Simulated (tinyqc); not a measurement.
# Minority carriers and saturation current of a heavily doped emitter, step by step

Program tinyqc, `OMP_NUM_THREADS=1 python tinyqc.py 2330055 2330056 out.jsonl`; Intel Xeon 2.30GHz, shared host, one thread, about 0.01 s. Printed values are rounded.

n-type, parabolic bands, full ionisation. eta = (EF - Ec)/kB T solves N = Nc F12(eta), F12(x) = (2/sqrt(pi)) int_0^infinity sqrt(u)/(1 + exp(u - x)) du. The gap shrinks rigidly by dEg = a3 y^(1/3) + a4 y^(1/4) + a2 y^(1/2), y = N/1e18 cm^-3, an empirical law that is here taken as the true narrowing.

Inputs (values chosen for the exercise); band and dielectric values close to those of silicon:
- T = 300 K (temperature)
- Eg = 1.1 eV (band gap)
- Nc = 2.79e19 cm^-3 (conduction-band density of states at 300 K)
- Nv = 2.69e19 cm^-3 (valence-band density of states at 300 K)
- N = 1.3e20 cm^-3 (ionised donor density)
- a3 = 9.5 meV (coefficient of (N/1e18)^(1/3))
- a4 = 4.8 meV (coefficient of (N/1e18)^(1/4))
- a2 = 2.1 meV (coefficient of (N/1e18)^(1/2))
- mup = 110 cm^2/(V s) (minority-hole mobility)
- Cn = 1.5e-31 cm^6/s (Auger coefficient)
- ts = 7.1 us (defect lifetime)
- W = 800 nm (emitter width)
- S = 6.8e5 cm/s (recombination velocity at the contact)

Constants: q = 1.602176634e-19 C, kB = 1.380649e-23 J/K, Vt = kB T/q. Results are converted to the units shown.

Range of the model: Band tails, non-parabolic bands and incomplete ionisation are left out.

## Iteration 1: Fermi level

eta at the start (Boltzmann value) = 1.5389

Newton step on ln F12(eta) = ln(N/Nc): eta(new) = eta - ln(Nc F12/N) F12/Fm, Fm(x) = dF12/dx = (1/sqrt(pi)) int_0^infinity u^(-1/2)/(1 + exp(u - x)) du.

F12 = 2.19379
Fm = 1.26641
eta after iteration 1 = 2.84379

## Course of the iteration

Stop when eta changes by less than 1e-9.

Course of the iteration:
```
iteration      eta    change
1          2.84379      1.30
2          3.08528     0.241
3          3.09195   6.67e-3
4          3.09196   4.83e-6
5          3.09196  2.53e-12
```

Converged in 5 iterations.

## Effective intrinsic density

converged eta = 3.09196

ni = sqrt(Nc Nv) exp(-Eg/(2 Vt)), Eg in volts; degeneracy factor g = F12(eta) exp(-eta); nie^2 = ni^2 exp(dEg/kB T) g, p0 = nie^2/N; apparent narrowing dEg + kB T ln g.

ni = 1.57792e10 cm^-3
dEg = 88.2767 meV
g = 0.211602
apparent narrowing = 48.1273 meV
nie = 4.00255e10 cm^-3
p0 = 12.3234 cm^-3

Narrowing multiplies p0 by 30.4 and degeneracy by 0.212.

## Saturation current

1/tau = Cn N^2 + 1/ts, D = mup Vt, L = sqrt(D tau); J0 = (q p0 D/L)(s + tanh(W/L))/(1 + s tanh(W/L)), s = S L/D; the share recombining inside is 1 - 1/[cosh(W/L)(1 + tanh(W/L)/s)].

tau = 0.394455 ns
L = 334.921 nm
s = 8.00874
J0 = 169.853 fA/cm^2
share recombining inside = 83.7920 %

The emitter is opaque: W exceeds two diffusion lengths, and the contact matters little.
